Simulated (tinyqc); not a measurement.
A transmission-line measurement read back: specific resistance of a metal-semiconductor contact and its transmission-line measurement. Computed by tinyqc, a small Python program. Command: `OMP_NUM_THREADS=1 python tinyqc.py 3008599 3008600 out.jsonl contact walk`. One thread of a shared host (Intel(R) Xeon(R) Processor @ 2.30GHz), about 0.01 s of CPU time with the checks.

The barrier is parabolic (depletion approximation), energies E are normal energies counted from the band edge in the neutral semiconductor (downwards for holes), and the bias is zero. xi is an input, held fixed when other inputs move.

Inputs (values chosen for the exercise, modelled on n-type GaN):

| quantity | value | unit |
|---|---|---|
| tunnelling mass m | 0.21 | m_0 |
| permittivity eps | 9.7 | - |
| Richardson constant A* | 25.2 | A/(cm^2 K^2) |
| barrier height phi_B | 0.62 | eV |
| doping N | 4.1e+20 | 1/cm^3 |
| Fermi level above the band edge in the bulk, xi | 0.92 | eV |
| temperature T | 300 | K |
| sheet resistance R_sh | 11 | ohm |
| contact length d | 14 | micrometre |
| contact width W | 0.19 | micrometre |

Image-force lowering: left out.

Constants: hbar = 1.054571817e-34 J s; eps_0 = 8.8541878128e-12 F/m; m_0 = 9.1093837015e-31 kg; k_B = 8.617333262e-05 eV/K; e = 1.602176634e-19 C.

Method:
- E_00 = (e hbar/2) sqrt(N/(eps eps_0 m)); band bending E_b = phi_B + xi; depletion width w = sqrt(2 eps eps_0 E_b/(e^2 N)).
- WKB transmission for E < E_b, with a = E/E_b: D = exp{-(E_b/E_00) [sqrt(1 - a) - a ln((1 + sqrt(1 - a))/sqrt(a))]}; D = 1 above.
- At zero bias 1/rho_c = (e A*/k_B^2) int D(E) f(E) dE, f = 1/(1 + exp((E - xi)/k_B T)); 200 Gauss-Legendre points from 0 to E_b, and k_B T ln(1 + exp((xi - E_b)/k_B T)) for the part above the barrier; the share of tunnelling is the part below.
- Transmission-line model: transfer length L_T = sqrt(rho_c/R_sh); R_c = (R_sh L_T/W) coth(d/L_T). Limits: rho_c/(W d) for d << L_T, sqrt(rho_c R_sh)/W for d >> L_T.
- Transmission-line model: transfer length L_T = sqrt(rho_c/R_sh); R_c = (R_sh L_T/W) coth(d/L_T). Two contacts a gap s apart give R = 2 R_c + R_sh s/W. A straight-line fit gives R_sh from the slope and R_c from the intercept; the simple reading takes L_x = R_c W/R_sh as the transfer length and rho_c = R_sh L_x^2.

R_c W = 1.88690 ohm micrometre

contact resistance R_c = 9.93106 ohm

specific contact resistance rho_c = 3.23672e-09 ohm cm^2

Resistances:

| gap s (micrometre) | R (ohm) |
|---|---|
| 0.17 | 29.70 |
| 0.34 | 39.55 |
| 0.69 | 59.81 |
| 1.40 | 100.91 |
| 2.70 | 176.18 |

L_x = 0.17154 micrometre

rho_c by the simple reading = 3.2367e-09 ohm cm^2

simple reading over true value = 1

What does the comparison show, and why?

The simple reading is right, since coth(d/L_T) is 1 for so long a contact.
